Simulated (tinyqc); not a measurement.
Three-level Kane dispersion of a narrow-gap semiconductor, step by step. Values are carried at full precision from step to step, so a last printed digit may differ when a step is redone from the rounded ones.

Zero of energy at Gamma8, c = hbar^2/2m0, P^2 = Ep c. The free-electron term and remote bands are left out, so the heavy holes are flat at E = 0 and the other three bands obey E (E - Eg)(E + Dso) = P^2 k^2 (E + 2 Dso/3). The conduction band is the highest root; its edge is Ec = max(Eg, 0).

Constants: hbar^2/2m0 = 3.80998211 eV angstrom^2; hbar = 6.58211957e-16 eV s; e^2/(4 pi eps0) = 14.39964547 eV angstrom; muB = 5.788381798e-05 eV/T.

Values chosen for the exercise (a gap close to zero; shifted at random, so the results belong to these values and not to a real crystal): Eg = -0.031 eV (E(Gamma6) - E(Gamma8)); Dso = 0.99 eV (spin-orbit splitting); Ep = 18.3 eV (Kane energy); k = 0.034 1/angstrom (wave vector); n = 3.9e+16 cm^-3 (electron density); eps = 13.1 (high-frequency dielectric constant); B = 0.3 T (magnetic field).

## The three bands at one k

Expand the equation into E^3 + a2 E^2 + a1 E + a0 = 0 and give its roots; compare with the two-level form (Dso to infinity) E = Eg/2 +/- sqrt(Eg^2/4 + (2/3) P^2 k^2).

P^2 k^2 = 0.080599 eV^2

a2, a1, a0: [1.021000, -0.049909, -0.053196]

roots (eV): [-1.0187, -0.2296, 0.2274]

two-level form (eV): [-0.2478, 0.2168]

The two-level form misses the highest root by -10.6 meV. The order is inverted: the band that would be the light hole curves upward from Gamma8 and touches the heavy holes, so there is no gap.

## Mass at the edge and limiting velocity

For Eg < 0 the conduction band starts at Gamma8 with m0* = 3 |Eg|/(2 Ep). In the two-level form the velocity tends to v = sqrt(2/3) P/hbar, and |Eg| = 2 m v^2 with m = 3 |Eg|/(2 Ep), as for a relativistic particle. 1 angstrom = 1e-10 m.

m0* = 0.00254 m0
P = 8.3500 eV angstrom
v = 1.036e+06 m/s
k at which the linear part sets in, |Eg|/(2 hbar v) = 0.00227 1/angstrom

## Fermi level and mass at a given density

Degenerate electrons at T = 0: kF = (3 pi^2 n)^(1/3), 1 cm^-3 = 1e-24 angstrom^-3; EF is the highest root at kF. The momentum (cyclotron, optical) mass is m(E) = hbar^2 k/(dE/dk) = c d(k^2)/dE with d(k^2)/dE = k^2 [1/E + 1/(E - Eg) + 1/(E + Dso) - 1/(E + 2 Dso/3)]; the density of states is k d(k^2)/dE/(2 pi^2).

Edge mass m0* = 3 |Eg|/(2 Ep).

Compare EF - Ec with the parabolic value c kF^2/m0*.

kF = 0.01049 1/angstrom
EF - Ec = 0.0587 eV
parabolic value = 0.1650 eV
m(EF) = 0.01164 m0
m(EF)/m0* = 4.582
density of states at EF = 1.624e+18 1/(eV cm^3)

The parabola overstates EF - Ec by a factor of 2.81; (EF - Ec)/|Eg| = 1.89, and the two-level rule 1 + 2 (EF - Ec)/|Eg| = 4.784 estimates the mass ratio.

## Plasma and cyclotron energies

hbar wp = sqrt(8 pi c (e^2/4 pi eps0) n/(eps m)), hbar wc = 2 muB B/m (classical limit), with m = m(EF) and, for comparison, the edge mass; n in angstrom^-3.

hbar wp with m(EF), with m0* (meV): [18.78, 40.19]

hbar wc with m(EF), with m0* (meV): [2.98, 13.67]

EF - Ec = 58.7 meV is 20 times hbar wc, so the classical value applies.

## Checks

- Roots of the cubic against the 8 x 8 Kane matrix without remote terms: they agree to 1e-10 or better.
- m(E) near the edge against m0*: both 0.002541.

Computed by tinyqc, a small Python program: `OMP_NUM_THREADS=1 python tinyqc.py 1081241 1081242 out.jsonl` (the numbers bound the seed that draws the inputs); one thread of a shared host (Intel(R) Xeon(R) Processor @ 2.30GHz), about 0.01 s for the whole set of steps.
